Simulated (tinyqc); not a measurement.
## Charge-trap memory cell: threshold shift against programming time

Channel, tunnel oxide, storage layer, blocking layer, gate. N electrons per area sit in a sheet at the centroid and shift the threshold by U = (q/eps0) N (tb/eb + xc tn/en). EOT = t1 + 3.9 (tn/en + tb/eb); tunnel field F = (Vg - U)/EOT; dN/dt = eta (J/q)(1 - N/Nm). Fowler-Nordheim: J = A F^2 exp(-B/F), A = q^2/(16 pi^2 hbar mo phi) (times 1e14 for A/cm^2 with F in V/nm, emitter mass m0), B = (4/3) sqrt(mo/C) phi^1.5, C = hbar^2/(2 m0).

The rate equation is integrated from N = 0 to the digits shown; blocking field (3.9 F + q N/eps0)/eb.

Parameters, values chosen for the exercise; oxide values close to those of silicon dioxide, storage layer close to silicon nitride, blocking layer close to silicon dioxide: tunnel barrier phi = 3 eV; tunnelling mass mo = 0.41 m0; tunnel oxide (permittivity 3.9) t1 = 4.1 nm; storage layer tn = 4.3 nm; its relative permittivity en = 7.3; blocking layer tb = 7.8 nm; its relative permittivity eb = 3.9; charge centroid, share of tn counted from the blocking side xc = 0.62; capture efficiency of an empty layer eta = 0.58; trap density Nm = 1e13 cm^-2; gate voltage less flat band and surface potential Vg = 15.1 V.

Constants: q = 1.602176634e-19 C, hbar = 1.054571817e-34 J s, m0 = 9.1093837015e-31 kg, eps0 = 8.8541878128e-14 F/cm where lengths are in cm, hbar^2/(2 m0) = 0.0380998212 eV nm^2. Results are converted to the units shown.

Threshold shift against programming time:

| t (s) | N/Nm | U (V) | F (V/nm) | blocking field (V/nm) |
|---|---|---|---|---|
| 8.4e-7 | 0.02085 | 0.08924 | 1.057 | 1.067 |
| 3.7e-6 | 0.07381 | 0.3159 | 1.041 | 1.076 |
| 1.6e-5 | 0.1869 | 0.8000 | 1.007 | 1.094 |
| 7.2e-5 | 0.3413 | 1.461 | 0.9607 | 1.119 |
| 0.00032 | 0.4947 | 2.117 | 0.9145 | 1.144 |
| 0.0014 | 0.6324 | 2.707 | 0.8729 | 1.166 |
| 0.0062 | 0.7543 | 3.228 | 0.8362 | 1.186 |
| 0.027 | 0.8567 | 3.667 | 0.8053 | 1.203 |
| 0.12 | 0.9388 | 4.018 | 0.7806 | 1.216 |
| 0.54 | 0.9893 | 4.234 | 0.7653 | 1.224 |

U rises from 0.0892 to 4.23 V, by 0.331 V a decade at the end. The traps are 98.9 % full, so filling caps the shift at 4.28 V. The blocking field reaches 12.2 MV/cm, where electrons may escape to the gate, which the model leaves out.

Range of the model: The Fowler-Nordheim form needs F t1 above phi; trap-assisted paths and leakage through the blocking layer are left out.

Numbers from tinyqc (`OMP_NUM_THREADS=1 python tinyqc.py 2130015 2130016 out.jsonl`; about 0.04 s on one thread of a shared Intel Xeon 2.30GHz).
